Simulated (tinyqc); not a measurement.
Which single mass stands for the valley: donor in an ellipsoidal valley (Kohn-Luttinger variational method). Computed by tinyqc, a small Python program. Command: `OMP_NUM_THREADS=1 python tinyqc.py 3028817 3028818 out.jsonl kohnlutt walk`. One thread of a shared host (Intel(R) Xeon(R) Processor @ 2.30GHz), about 0.06 s of CPU time with the checks.

H = -(d^2/dx^2 + d^2/dy^2) - gamma d^2/dz^2 - 2/r in units built on m_t, with gamma = m_t/m_l and z along the valley axis. One valley; no valley-orbit or central-cell term.

Inputs (values chosen for the exercise, modelled on silicon): transverse mass m_t = 0.192 m_0; longitudinal mass m_l = 0.932 m_0; dielectric constant eps = 11.3.

Constants: Ry = 13.605693123 eV; a_0 = 0.529177210903 angstrom.

Method:
- Ry* = Ry m_t/eps^2, a* = a_0 eps/m_t, gamma = m_t/m_l.
- Trial function exp(-sqrt((x^2 + y^2)/a^2 + z^2/b^2)) with beta = b/a < 1: E = t/a^2 - u/a, t = (2 + gamma/beta^2)/3, u = 2 arcsin(sqrt(1 - beta^2))/sqrt(1 - beta^2); the best a is 2 t/u and E(beta) = -u^2/(4 t).
- Golden-section search on beta from 0.05 to 0.999, 60 steps.
- Gaussian basis: g = P exp(-al (x^2 + y^2) - be z^2) with P = 1 (s-like), z (2p0) or x (2p+-); al = 0.004 x 2.6^k, k = 0..11, and be/al = 1, gamma^(-1/2) or 1/gamma (36 functions); 1/r = (2/sqrt(pi)) int exp(-t^2 r^2) dt by 48 Gauss-Legendre points after t = sqrt(al_i + al_j) tan(theta); overlap eigenvalues below 1e-10 are dropped.
- A hydrogenic level is Ry m/eps^2 for one mass m; errors are against the Gaussian basis.

gamma = 0.206009

1s binding energy, Gaussian basis = 32.1368 meV

1s binding energy, trial function = 32.0932 meV

1s binding energy:
```
rule                                      mass (m_0)  binding (meV)  error (%)
transverse mass                              0.19200         20.458     -36.34
conductivity mass 3/(2/m_t + 1/m_l)          0.26111         27.821     -13.43
density-of-states mass (m_t^2 m_l)^(1/3)     0.32509         34.639       7.79
longitudinal mass                            0.93200         99.307     209.01
trial function with a and b                        -         32.093      -0.14
mass that fits 1s                            0.30161         32.137       0.00
```

What follows from these numbers?

The conductivity mass, which is what a spherical trial function (a = b) gives, falls short by 13.4 %, as a restricted variational bound must; the density-of-states mass is off by +7.8 %. The mass that fits lies between the two.

Extremes, crossings and ranges named in words are read from the listed rows.
